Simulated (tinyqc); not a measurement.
What moves the results: interband optics of a two-band s-p chain from momentum matrix elements. A value that a table varies takes the place of the one given here.

H(k) = [[Es - 2 ts cos ka, 2i V sin ka], [-2i V sin ka, Ep_ + 2 tp cos ka]] in the basis s, p; the lower band is full, with two electrons a cell. The velocity operator times hbar is W = dH/dk (eV angstrom); intra-atomic dipoles are left out.

With w(k) = |<c|W|v>|^2 and D(k) = Ec - Ev, on the mesh k_j = (j + 1/2)/N (2 pi/a): eps(E) = 1 + (8 pi e2/(a Ar)) mean_j (w/D^2) [1/(D - E - i eta) + 1/(D + E + i eta)], e2 = e^2/(4 pi eps0); light polarised along the chains, no local fields.

Constants: e^2/(4 pi eps0) = 14.39964547 eV angstrom; hbar^2/2m0 = 3.80998211 eV angstrom^2.

Parameters, chosen for this exercise:
- a = 3.4 angstrom (period)
- Es = 2.97 eV (upper orbital (s))
- Ep_ = -3.62 eV (lower orbital (p))
- ts = 0.36 eV (s-s hopping)
- tp = 0.41 eV (p-p hopping)
- V = 1.02 eV (s-p hopping)
- Ar = 12.5 angstrom^2 (cross-section per chain)
- eta = 0.2 eV (Lorentzian half width)
- E = 1.75 eV (photon energy)

## Joint density of states against eps2

Mesh of 2000 points. J(E) = mean of (eta/pi)/((E - D)^2 + eta^2). The fourth column is J times the constant (8 pi^2 e2/(a Ar)) mean(w/D^2). R = |(sqrt(eps) - 1)/(sqrt(eps) + 1)|^2.

Spectrum:
```
E (eV)  J (1/eV)   eps2  eps2 with constant element    eps1      R
4.45       0.025  0.797                       0.336   4.822  0.144
4.85       0.081  3.169                       1.098   6.765  0.227
5.24       0.196  7.280                       2.666   1.270  0.337
5.64       0.157  3.730                       2.139  -0.844  0.328
6.03       0.144  2.015                       1.952  -0.586  0.281
6.43       0.144  1.116                       1.953   0.005  0.171
6.82       0.155  0.684                       2.105   0.696  0.039
7.22       0.183  0.608                       2.494   1.584  0.026
7.62       0.259  1.239                       3.521   2.928  0.089
8.01       0.566  5.611                       7.696   4.099  0.257
8.41       0.294  3.406                       3.992  -3.723  0.576
8.80       0.073  0.804                       0.996  -1.924  0.689
```

What can be read from the table?

Transitions span 5.050 to 8.203 eV. Among the energies listed J peaks at 8.01 eV and eps2 at 5.24 eV. The ratio of eps2 to the constant-element value is 2.73 at 5.24 eV and 0.73 at 8.01 eV: w/D^2 is 1.886 angstrom^2 at the zone centre and 0.728 at the edge.

## Mesh against broadening

eps2 at E for three widths, and eps(0) at eta = 0; the last row is the mesh of 2000 points.

Convergence:
```
N     eta = 0.03 eV  eta = 0.1 eV  eta = 0.3 eV  eps(0)
4             0.002         0.007         0.021  1.8551
8             0.005         0.016         0.049  2.3608
16            0.005         0.018         0.052  2.3957
32            0.005         0.018         0.052  2.3957
64            0.005         0.018         0.052  2.3957
128           0.005         0.018         0.052  2.3957
2000          0.005         0.018         0.052  2.3957
```

What can be read from the table?

The first N from which eps2 stays within 2 % of the last row is 16 for eta = 0.03, 16 for 0.1 and 16 for 0.3 eV; for eps(0) and 0.1 % it is 16. E lies outside the range of transitions, so eps2 is only the tail of the broadening and grows with eta.

## Static constant against the gap

Es takes the values listed; mesh of 400 points; the Penn-type estimate is 1 + 8 pi c e2 n_eff/(a Ar Dm^2) with Dm the f-weighted mean of D, f = w/(c D), n_eff = 2 mean(f), c = hbar^2/2m0.

Results:
```
Es (eV)  smallest D (eV)  Dm (eV)  n_eff  eps(0)  estimate
2.67               4.750    6.488  1.797   2.606     2.385
2.97               5.050    6.782  1.730   2.396     2.220
3.47               5.550    7.272  1.628   2.120     1.999
3.97               6.050    7.763  1.537   1.914     1.827
4.97               7.050    8.747  1.380   1.632     1.585
5.97               8.050    9.733  1.251   1.455     1.428
7.97              10.050   11.711  1.051   1.259     1.249
```

What does this show, and why?

eps(0) - 1 falls from 1.606 to 0.259, as Dm^-3.09; a fixed n_eff would give the power -2, and n_eff goes from 1.797 to 1.051. The single-gap estimate is low by 13.8 % of eps(0) - 1 in the first row and 4.0 % in the last, since 1/D^2 favours the smallest separations. n_eff need not equal the 2 electrons of the cell: a two-orbital basis with chosen hoppings does not obey the free-electron sum rule.

## What moves the optical response

Mesh of 400 points; n_eff = 2 mean(w/(c D)), c = hbar^2/2m0. Each row changes one parameter from the base and keeps the others.

Results:
```
case                   smallest D (eV)  largest D (eV)  n_eff  eps(0)
base                             5.050           8.203  1.730   2.396
a = 3.57 angstrom                5.050           8.203  1.907   2.465
Es = 3.27 eV                     5.350           8.486  1.667   2.221
ts = 0.432 eV                    4.906           8.306  1.737   2.445
V = 1.122 eV                     5.050           8.329  2.045   2.631
Ar = 13.75 angstrom^2            5.050           8.203  1.730   2.269
```

What does this show?

The largest shifts from the base row, up to three for each result and ties (the steps differ in size, so this ranks the rows, not the parameters). smallest D (eV): Es +0.300, ts -0.144; unchanged at the printed digits by a, V and Ar. largest D (eV): Es +0.283, V +0.126, ts +0.103; unchanged at the printed digits by a and Ar. n_eff: V +0.316, a +0.177, Es -0.062; unchanged at the printed digits by Ar. eps(0): V +0.235, Es -0.175, Ar -0.127.

(tinyqc, `OMP_NUM_THREADS=1 python tinyqc.py 1681874 1681875 out.jsonl`, Intel(R) Xeon(R) Processor @ 2.30GHz, 1 thread, shared host, about 0.01 s.)
